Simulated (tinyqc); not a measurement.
Holstein polaron on two sites: one step, computed by the program tinyqc.

One electron on sites 1 and 2: H = -t (c1+ c2 + c2+ c1) + hbar omega sum_i b_i+ b_i - g hbar omega sum_i n_i (b_i + b_i+). The symmetric phonon shifts the energy by -g^2 hbar omega/2 and drops out; with b = (b_1 - b_2)/sqrt(2) there remains H = -t sigma_x + hbar omega b+ b - (g hbar omega/sqrt(2)) sigma_z (b + b+). Parity splits it into blocks p = +1 and -1 over phonon numbers n. Zero-point energies are left out. Weights Z refer to mode b alone; the displaced symmetric mode multiplies the full zero-phonon weight by exp(-g^2/2).

Problem. The even block in a small basis. Block p: H_nn = n hbar omega - p t (-1)^n - g^2 hbar omega/2, H_(n,n+1) = -(g hbar omega/sqrt(2)) sqrt(n + 1). Take p = +1 and n = 0..N-1.

Inputs (values chosen for the exercise, for a model dimer):

| quantity | value | unit |
|---|---|---|
| hopping t | 43 | meV |
| phonon energy hbar omega | 105 | meV |
| coupling g | 0.499 | - |
| phonon levels kept N | 3 | - |

Give: H, even block.

Solution.

H, even block (meV):
```
       1      2      3
1  -56.1  -37.0    0.0
2  -37.0  134.9  -52.4
3    0.0  -52.4  153.9
```
